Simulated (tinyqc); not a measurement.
Inside a calculation. Model: thin film between two gates, subbands and threshold shift from confinement.

tinyqc, about 0.08 s, one thread, Intel Xeon 2.30GHz (shared host): `OMP_NUM_THREADS=1 python tinyqc.py 2350074 2350075 out.jsonl` Printed values are rounded.

Undoped body with a flat potential across it, hard walls, transport along x. Three valley pairs (g = 2 each) with the longitudinal mass along x, y or z. Non-parabolicity enters the subband edges through E (1 + al E) = gamma, so E = 2 gamma/(1 + sqrt(1 + 4 al gamma)); motion within a subband is taken as parabolic with the band-edge mass. Energies are counted from the bulk band edge.

Parameters, values chosen for the exercise; masses close to those of silicon: temperature T = 300 K; longitudinal mass ml = 0.917 m0; transverse mass mt = 0.187 m0; non-parabolicity al = 0 1/eV; film thickness (along z) t = 9.7 nm; widening of the box by penetration into the insulator dl = 0.3 nm.

Constants: q = 1.602176634e-19 C, kB = 1.380649e-23 J/K, hbar = 1.054571817e-34 J s, m0 = 9.1093837015e-31 kg, Vt = kB T/q, hbar^2/(2 m0) = 0.0380998212 eV nm^2. Results are converted to the units shown.

## Lowest subbands

gamma = C (pi k/(t + dl))^2/mz, C = hbar^2/(2 m0). List the 6 lowest, labelled by valley axis and quantum numbers, with degeneracy g and N_k: N_k = g sqrt(mx my) m0 kB T/(pi hbar^2).

E_k, subband z1 to z4 (eV): [0.004100656, 0.01640262, 0.02010856, 0.02010856, 0.03690590, 0.06561050]
g, subband z1 to z4: [2, 2, 2, 2, 2, 2]
N_k, subband z1 to z4 (cm^-2): [4.038899e12, 4.038899e12, 8.943897e12, 8.943897e12, 4.038899e12, 4.038899e12]

## Threshold shift

Each subband has N_k = g sqrt(mx my) m0 kB T/(pi hbar^2); without degeneracy n = exp(EF/Vt) sum N_k exp(-E_k/Vt). Classical value Nc times t, Nc = sum over valleys of 2 g (m m0 kB T/(2 pi hbar^2))^1.5 with m = (mx my mz)^(1/3). Threshold shift dVT = Vt ln(classical value/sum N_k exp(-E_k/Vt)). Use the subbands listed.

shares, subband z1 to z4 (%): [22.83390, 14.18784, 27.22219, 27.22219, 6.41913, 2.11476]
sum N_k exp(-E_k/Vt) = 1.509367e13 cm^-2
Nc = 2.696184e19 cm^-3
classical value = 2.615299e13 cm^-2
dVT = 14.21054 mV

With all subbands dVT = 12.71 mV. The lowest edge lies at 4.10 meV; dVT is larger than that, since sum N_k exp(-(E_k - E_1)/Vt) falls short of the classical value.
